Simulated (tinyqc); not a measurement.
Scattering mobility, thermal velocity and mass from two apparent mobilities.

Problem. 1/mu_app = 1/mu_0 + 1/mu_B with the ballistic mobility mu_B = vT L/(2 Vt) and vT = sqrt(2 kB T/(pi m)) (non-degenerate carriers); the mean free path is 2 Vt mu_0/vT. Find mu_0, vT, m and the mean free path.

Inputs (values chosen for the exercise): temperature T = 300 K.

Constants: q = 1.602176634e-19 C, kB = 1.380649e-23 J/K, m0 = 9.1093837015e-31 kg, Vt = kB T/q. Results are converted to the units shown.

apparent mobility at L = 25 and 100 nm (cm^2/(V s)): [159.98235, 194.77607]

Solution. 1/mu_app is linear in 1/L: the slope is 2 Vt/vT and the intercept 1/mu_0.

mu_0 = 210 cm^2/(V s)
vT = 1.39e7 cm/s
m = 0.150 m0
mean free path = 7.82 nm

Computed by the program tinyqc: `OMP_NUM_THREADS=1 python tinyqc.py 2380013 2380014 out.jsonl`, one thread of a shared Intel Xeon 2.30GHz, about 0.01 s for the whole run.
